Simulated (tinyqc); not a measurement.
Short-channel transistor, virtual-source model with series resistance: one step of the calculation.

The current per gate width is the charge at the top of the source barrier (the virtual source) times its velocity times a saturation function; al and be are fitting constants of the model. Units: I in uA/um, Rs in ohm um, so I Rs = 1e-6 I Rs in volts; Q in uC/cm^2, so I = 1e-4 Q vx0 Fsat with vx0 in cm/s.

Task. Current through the series resistance. Intrinsic voltages Vg' = Vgs - I Rs, Vd' = Vds - 2 I Rs. n = n0 + nd Vd', VT = VT0 - dl Vd', Ff = 1/(1 + exp((Vg' - VT + al Vt/2)/(al Vt))), Q = Cinv n Vt ln(1 + exp((Vg' - VT + al Vt Ff)/(n Vt))), Vdsat = (vx0 L/mu)(1 - Ff) + Vt Ff, Fsat = u/(1 + u^be)^(1/be) with u = Vd'/Vdsat, and I(out) = Q vx0 Fsat per width. (Fsat takes the sign of u.) I(new) = I(out).

Inputs (values chosen for the exercise):
- T = 350 K (temperature)
- Cinv = 2.77 uF/cm^2 (inversion capacitance)
- vx0 = 1.35e7 cm/s (velocity at the virtual source)
- mu = 880 cm^2/(V s) (apparent mobility)
- L = 130 nm (channel length)
- VT0 = 0.377 V (threshold at zero drain voltage)
- dl = 0.192 V/V (drain-induced barrier lowering)
- n0 = 1.6 (subthreshold factor)
- nd = 0.1 1/V (growth of n with drain voltage)
- al = 3.5 (threshold shift (in units of Vt) from weak to strong inversion)
- be = 2 (sharpness of saturation)
- Rs = 50 ohm um (series resistance of each contact)
- Vgs = 0.5 V (gate voltage)
- Vds = 0.25 V (drain voltage)

Constants: q = 1.602176634e-19 C, kB = 1.380649e-23 J/K, Vt = kB T/q. Results are converted to the units shown.

I at the start = 0 uA/um

Give: Vg'; Vd'; VT; Ff; Q; Vdsat; Fsat; I(out); I after iteration 1.

Result.

Vg' = 0.50000 V
Vd' = 0.25000 V
VT = 0.32900 V
Ff = 0.10718
Q = 0.50826 uC/cm^2
Vdsat = 0.18129 V
Fsat = 0.80955
I(out) = 555.47 uA/um
I after iteration 1 = 555.47 uA/um

tinyqc, about 0.01 s, one thread, Intel Xeon 2.30GHz (shared host): `OMP_NUM_THREADS=1 python tinyqc.py 2380110 2380111 out.jsonl`
